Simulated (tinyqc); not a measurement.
Comparisons within one model: band edges of strained Si(1-x)Ge(x) on relaxed Si(1-y)Ge(y). A value that a table varies takes the place of the one given here.

Values are linear in the Ge fraction but for ED(x) = linear - CD x (1 - x) and a(x) = linear - Ca x (1 - x). Energies are on the common scale of Ev.

Coherent growth on a (111) face: e_par = (a(y) - a(x))/a(x), e_perp = -(2 C11 + 4 C12 - 4 C44)/(C11 + 2 C12 + 4 C44) e_par; exx = eyy = ezz = (2 e_par + e_perp)/3 and exy = eyz = ezx = (e_perp - e_par)/3.

A valley with unit axis u lies at Ev + gap + (av + a_valley) tr(e) + Xu (u.e.u - tr(e)/3); the Delta axes are x, y, z and the L axes [111], [1-1-1], [-11-1], [-1-11]. The second-order shift of the Delta valleys under shear is left out; it lowers the pair normal to the sheared plane by tens of meV at a shear of 1 %.

Valence edges: Ev plus the levels of the 6 x 6 matrix of X, Y, Z times spin with -Dso/3 + l exx + m (eyy + ezz) on the diagonal (cyclic), n exy off it, l = av + 2 b, m = av - b, n = sqrt(3) d. Spin-orbit term (Dso/3) L.sigma on X, Y, Z with (L_k)_ij = -i epsilon_kij: <X+|H|Y+> = -i Dso/3, <X+|H|Z-> = Dso/3, <Y+|H|Z-> = -i Dso/3, <Z+|H|X-> = -Dso/3, <Z+|H|Y-> = i Dso/3, <X-|H|Y-> = i Dso/3, and their conjugates; + and - are the spin along z.

Coherent growth: e_par = (a(y) - a(x))/a(x). (001): e_perp = -2 (C12/C11) e_par; exx = eyy = e_par, ezz = e_perp, no shear. (111): e_perp = -(2 C11 + 4 C12 - 4 C44)/(C11 + 2 C12 + 4 C44) e_par; exx = eyy = ezz = (2 e_par + e_perp)/3 and exy = eyz = ezx = (e_perp - e_par)/3. (110): e_perp = -(C11 + 3 C12 - 2 C44)/(C11 + C12 + 2 C44) e_par; exx = eyy = (e_par + e_perp)/2, ezz = e_par, exy = (e_perp - e_par)/2, eyz = ezx = 0.

Values chosen for the exercise (end members near Si and Ge, in this order; the results hold for these values, not for the real material): a = (5.427, 5.658) angstrom (lattice constant); Dso = (0.044, 0.291) eV (spin-orbit splitting); av = (2.48, 1.24) eV (valence hydrostatic potential); b = (-2.12, -2.55) eV (tetragonal shear potential); d = (-4.75, -5.23) eV (trigonal shear potential); C11 = (165.2, 127.5) GPa; C12 = (63.7, 48.1) GPa; C44 = (79.4, 66) GPa; Ev = (0, 0.62) eV (top of the unstrained valence band); ED = (1.156, 0.924) eV (gap to the Delta valleys); EL = (2.041, 0.736) eV (gap to the L valleys); aD = (1.66, 1.31) eV (hydrostatic potential of the Delta gap); aL = (-3.26, -3.06) eV (hydrostatic potential of the L gap); XuD = (8.83, 9.7) eV (uniaxial potential, Delta); XuL = (15.57, 15.28) eV (uniaxial potential, L); CD = 0.222 eV (bowing of the Delta gap); Ca = 0 angstrom (bowing of the lattice constant); face = 111 (growth face); y = 0.33 (Ge fraction of the relaxed buffer); x = 0 (Ge fraction of the layer).

## Composition of the layer

The buffer is kept. dEc = Ec(buffer) - Ec(layer), dEv = Ev(layer) - Ev(buffer); buffer edges Ev(y) and Ev(y) + min(ED, EL). The digit behind Delta or L counts whole valleys.

Results:

| x | e_par (%) | lowest valleys | gap (eV) | next valleys above (meV) | valence splitting (meV) | dEc (eV) | dEv (eV) |
|---|---|---|---|---|---|---|---|
| 0.00 | 1.40 | Delta6 | 1.094 | 567 | 154 | -0.012 | -0.052 |
| 0.13 | 0.85 | Delta6 | 1.071 | 581 | 85 | 0.001 | -0.042 |
| 0.25 | 0.34 | Delta6 | 1.048 | 583 | 30 | 0.004 | -0.022 |
| 0.38 | -0.21 | Delta6 | 1.002 | 535 | 16 | -0.004 | 0.033 |
| 0.50 | -0.71 | Delta6 | 0.939 | 422 | 47 | -0.022 | 0.113 |
| 0.63 | -1.24 | Delta6 | 0.879 | 292 | 73 | -0.051 | 0.203 |
| 0.75 | -1.73 | Delta6 | 0.830 | 165 | 93 | -0.088 | 0.289 |
| 0.88 | -2.26 | Delta6 | 0.786 | 19 | 114 | -0.139 | 0.384 |

What does this show, and why?

The gap is 1.094 eV in the first row and 0.786 eV in the last. The lowest valleys are Delta6 throughout. Per 0.1 of x the valence offset moves by +49 meV on average; the conduction offset lies between -139 and +4 meV, not monotonically. Both carriers sit on one side for x = 0.00, and on opposite sides elsewhere. Offsets below about 30 meV are within the spread of parameter sets, so those rows do not settle the type. Strains above 2 % can be kept only in layers of a few nanometres.

## Composition of the buffer

The layer is kept. dEc = Ec(buffer) - Ec(layer), dEv = Ev(layer) - Ev(buffer); buffer edges Ev(y) and Ev(y) + min(ED, EL). The digit behind Delta or L counts whole valleys.

Results:

| y | e_par (%) | lowest valleys | gap (eV) | next valleys above (meV) | valence splitting (meV) | dEc (eV) | dEv (eV) |
|---|---|---|---|---|---|---|---|
| 0.08 | 0.34 | Delta6 | 1.146 | 808 | 33 | -0.007 | -0.017 |
| 0.16 | 0.68 | Delta6 | 1.130 | 731 | 70 | -0.012 | -0.029 |
| 0.24 | 1.02 | Delta6 | 1.113 | 654 | 109 | -0.013 | -0.040 |
| 0.31 | 1.32 | Delta6 | 1.098 | 587 | 144 | -0.013 | -0.049 |
| 0.39 | 1.66 | Delta6 | 1.081 | 510 | 184 | -0.009 | -0.059 |
| 0.47 | 2.00 | Delta6 | 1.063 | 433 | 224 | -0.002 | -0.069 |
| 0.55 | 2.34 | Delta6 | 1.045 | 356 | 264 | 0.007 | -0.079 |

What does this show, and why?

The gap is 1.146 eV in the first row and 1.045 eV in the last. The lowest valleys are Delta6 throughout. Per 0.1 of y the valence offset moves by -13 meV on average; the conduction offset lies between -13 and +7 meV, not monotonically. Both carriers sit on one side for y = 0.08, 0.16, 0.24, 0.31, 0.39 and 0.47, and on opposite sides elsewhere. Offsets below about 30 meV are within the spread of parameter sets, so those rows do not settle the type. Strains above 2 % can be kept only in layers of a few nanometres.

## The same layer on three faces

dEc = Ec(buffer) - Ec(layer), dEv = Ev(layer) - Ev(buffer); buffer edges Ev(y) and Ev(y) + min(ED, EL). The digit behind Delta or L counts whole valleys.

Results:

| face | e_par (%) | lowest valleys | gap (eV) | next valleys above (meV) | valence splitting (meV) | dEc (eV) | dEv (eV) | Delta spread (meV) | L spread (meV) |
|---|---|---|---|---|---|---|---|---|---|
| (001) | 1.40 | Delta2 | 0.945 | 220 | 146 | 0.154 | -0.069 | 220 | 0 |
| (111) | 1.40 | Delta6 | 1.094 | 567 | 154 | -0.012 | -0.052 | 0 | 280 |
| (110) | 1.40 | Delta4 | 1.062 | 94 | 149 | 0.023 | -0.055 | 94 | 220 |

How do the results move?

On (001) only the Delta valleys split (220 meV), on (111) only the L valleys (280 meV), on (110) both (94 and 220 meV). The lowest valleys are Delta2 on (001), Delta6 on (111) and Delta4 on (110); the smallest gap is 0.945 eV on (001) and the largest 1.094 eV on (111).

## What each parameter does

dEc = Ec(buffer) - Ec(layer), dEv = Ev(layer) - Ev(buffer); buffer edges Ev(y) and Ev(y) + min(ED, EL). Each row changes one parameter from the base and keeps the others.

Results:

| case | gap (eV) | valence splitting (meV) | dEc (eV) | dEv (eV) |
|---|---|---|---|---|
| base | 1.0939 | 153.9 | -0.0118 | -0.0517 |
| x = 0.03 | 1.0884 | 137.5 | -0.0078 | -0.0502 |
| y = 0.36 | 1.0873 | 168.9 | -0.0105 | -0.0555 |
| CD = 0.272 eV | 1.0939 | 153.9 | -0.0229 | -0.0517 |
| aL = (-3.749, -3.519) eV | 1.0939 | 153.9 | -0.0118 | -0.0517 |
| d = (-5.462, -6.014) eV | 1.0776 | 178.6 | -0.0118 | -0.0354 |
| XuD = (10.154, 11.155) eV | 1.0939 | 153.9 | -0.0118 | -0.0517 |
| C12 = (73.255, 55.315) GPa | 1.0892 | 159.3 | -0.0091 | -0.0498 |
| av = (2.852, 1.426) eV | 1.0939 | 153.9 | -0.0200 | -0.0435 |

What can be read from the table?

The largest shifts from the base row, up to three for each result and ties (the steps differ in size, so this ranks the rows, not the parameters). gap (eV): d -0.0163, y -0.0066, x -0.0055; unchanged at the printed digits by CD, aL, XuD and av. valence splitting (meV): d +24.6, x -16.4, y +14.9; unchanged at the printed digits by CD, aL, XuD and av. dEc (eV): CD -0.0111, av -0.0082, x +0.0041; unchanged at the printed digits by aL, d and XuD. dEv (eV): d +0.0163, av +0.0082, y -0.0038; unchanged at the printed digits by CD, aL and XuD. The lowest valleys of the layer are Delta6, so among the conduction-band potentials only those of that family reach the gap and dEc; the buffer is unstrained. A shift large enough to swap the lowest family would change that.

Computed by tinyqc, a small Python program: `OMP_NUM_THREADS=1 python tinyqc.py 1051082 1051083 out.jsonl` (the numbers bound the seed that draws the inputs); one thread of a shared host (Intel(R) Xeon(R) Processor @ 2.30GHz), about 0.02 s for the whole set of steps.
